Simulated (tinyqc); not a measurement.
Thin (001) film in sp3s* tight binding with raised dangling bonds: one step. The two blocks of the small film.

Planes alternate anion (a), cation (c) along [001], a/4 apart, starting with an anion; zero in-plane momentum; levels counted from the bulk Ev, the lower root of [[Epa, Vxx], [Vxx, Epc]]; no spin-orbit coupling. Block of s, pz, s*: from an anion to the cation above, Vss/2 (s,s), Vsapc/2 (s,z), -Vscpa/2 (z,s), Vxx/2 (z,z), Vxapc/2 (s*,z), -Vpaxc/2 (z,s*); to the cation below the same with the s-z and s*-z signs reversed. Block of u = (px + py)/sqrt2 and v = (px - py)/sqrt2: to the cation above (Vxx + Vxy)/2 for u and (Vxx - Vxy)/2 for v, to the cation below the reverse. Each surface atom has two dangling sp3 hybrids; raising both by dl adds (dl/2) [[1, t], [t, 1]] to its s, pz levels (t = -1 at the bottom face, +1 at the top) and dl to the one of u, v in whose plane the missing bonds lie (v for a bottom anion or a top cation, u for a top anion).

Values chosen for the exercise (out of a larger set: near a published set for GaAs, fitted to gaps, whose masses and valley positions are rough; not measured data): p = (-8.349, 1.038, -2.648, 3.664, 8.593, 6.753, -6.444, 1.948, 5.092, 4.475, 5.762, 4.848, 4.821) eV (order Esa, Epa, Esc, Epc, Exa, Exc, Vss, Vxx, Vxy, Vsapc, Vscpa, Vxapc, Vpaxc); N = 4 (atomic planes in the small film); dl = 10 eV (shift of the dangling hybrids).

Problem. Fill them in.

Give: s, pz, s* block; u, v block.

Solution.

s, pz, s* block (eV):
```
        sa1     za1    *a1     sc2     zc2     *c2     sa3     za3     *a3     sc4    zc4     *c4
sa1  -3.351  -5.000      0  -3.222   2.237       0       0       0       0       0      0       0
za1  -5.000   6.036      0  -2.881   0.974  -2.410       0       0       0       0      0       0
*a1       0       0  8.591       0   2.424       0       0       0       0       0      0       0
sc2  -3.222  -2.881      0  -2.650       0       0  -3.222   2.881       0       0      0       0
zc2   2.237   0.974  2.424       0   3.662       0  -2.237   0.974  -2.424       0      0       0
*c2       0  -2.410      0       0       0   6.751       0   2.410       0       0      0       0
sa3       0       0      0  -3.222  -2.237       0  -8.351       0       0  -3.222  2.237       0
za3       0       0      0   2.881   0.974   2.410       0   1.036       0  -2.881  0.974  -2.410
*a3       0       0      0       0  -2.424       0       0       0   8.591       0  2.424       0
sc4       0       0      0       0       0       0  -3.222  -2.881       0   2.350  5.000       0
zc4       0       0      0       0       0       0   2.237   0.974   2.424   5.000  8.662       0
*c4       0       0      0       0       0       0       0  -2.410       0       0      0   6.751
```

u, v block (eV):
```
       ua1     va1     uc2     vc2     ua3     va3    uc4     vc4
ua1  1.036       0   3.520       0       0       0      0       0
va1      0  11.036       0  -1.572       0       0      0       0
uc2  3.520       0   3.662       0  -1.572       0      0       0
vc2      0  -1.572       0   3.662       0   3.520      0       0
ua3      0       0  -1.572       0   1.036       0  3.520       0
va3      0       0       0   3.520       0   1.036      0  -1.572
uc4      0       0       0       0   3.520       0  3.662       0
vc4      0       0       0       0       0  -1.572      0  13.662
```

(tinyqc, `OMP_NUM_THREADS=1 python tinyqc.py 1451516 1451517 out.jsonl`, Intel(R) Xeon(R) Processor @ 2.30GHz, 1 thread, shared host, about 0.3 s.)
